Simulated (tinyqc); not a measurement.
From drift velocity v back to temperature T: kinetic Monte Carlo and master equation for a particle on a ring of sites with traps and bias. Computed by tinyqc, a small Python program. Command: `OMP_NUM_THREADS=1 python tinyqc.py 3025925 3025926 out.jsonl kmc inv`. One thread of a shared host (Intel(R) Xeon(R) Processor @ 2.30GHz), about 0.02 s of CPU time with the checks.

5 sites on a ring, numbered 1 to 5. The saddle between i and i+1 lies at E0 + s b_i and site i at s eps_i; a force F tilts the landscape, with the saddle half-way.

Inputs (values chosen for the exercise, for a model defect): reference barrier E0 = 0.47 eV; scale factor s of the disorder = 1; attempt frequency nu = 7.5 THz; site spacing a = 3 angstrom; force F along the ring = 0.014 eV/angstrom.

Disorder: random barriers.

site energies eps_i (eV): [0, 0, 0, 0, 0]

saddle shifts b_i between sites i and i+1 (eV): [0.0092, 0.045, 0.024, -0.049, 0.037]

Constants: k_B = 8.617333262e-05 eV/K.

Method:
- Rates: k(i to i+1) = nu exp(-(E0 + s b_i - s eps_i - F a/2)/(k_B T)), k(i to i-1) = nu exp(-(E0 + s b_(i-1) - s eps_i + F a/2)/(k_B T)).
- Share right = k right/(k right + k left); mean stay = 1/(k right + k left).
- Master equation dP/dt = W P, W_(i+1,i) = k right, W_(i-1,i) = k left, columns summing to zero. The steady state is its null vector; drift v = a sum P_i (k right - k left). D = a^2 lambda''(0)/2, where lambda(q) is the leading eigenvalue of W with right hops weighted by exp(q) and left hops by exp(-q).
- The slowest relaxation rate is minus the real part of the next eigenvalue of W. 1 angstrom = 1e-8 cm.

Problem. A run gave the result below. Find the temperature T, known to lie between 360 and 600 K.

drift velocity v = 1.418821 cm/s

Solution.

Each step takes the trial c = (a f_b - b f_a)/(f_b - f_a), f being the result less the target and a, b, c the logarithms of the listed values; c replaces end b, the old b replaces a if the sign of f changed, and otherwise f_a is halved.

Scan of the range:
```
temperature T (K)  drift velocity v (cm/s)
360                            3.83149e-02
392                            1.30418e-01
427                            4.00335e-01
465                            1.10861e+00
506                            2.78060e+00
551                            6.46588e+00
600                            1.39238e+01
```

False position (Illinois rule, in the logarithm of the input) inside the bracket:
```
step    end a    end b    trial  drift velocity v (cm/s)
1     465.000  506.000  472.347                  1.32347
2     506.000  472.347  474.479                  1.39178
3     506.000  474.479  475.647                  1.43037
4     474.479  475.647  475.297                  1.41872
5     475.647  475.297  475.300                  1.41882
6     475.647  475.300  475.300                  1.41882
7     475.300  475.300  475.300                  1.41882
```

Drift velocity v rises at every point of a 13-point scan of the range (every second point is shown), so one value fits; it is bracketed by 465 and 506. Answer: temperature T = 475.3 K.
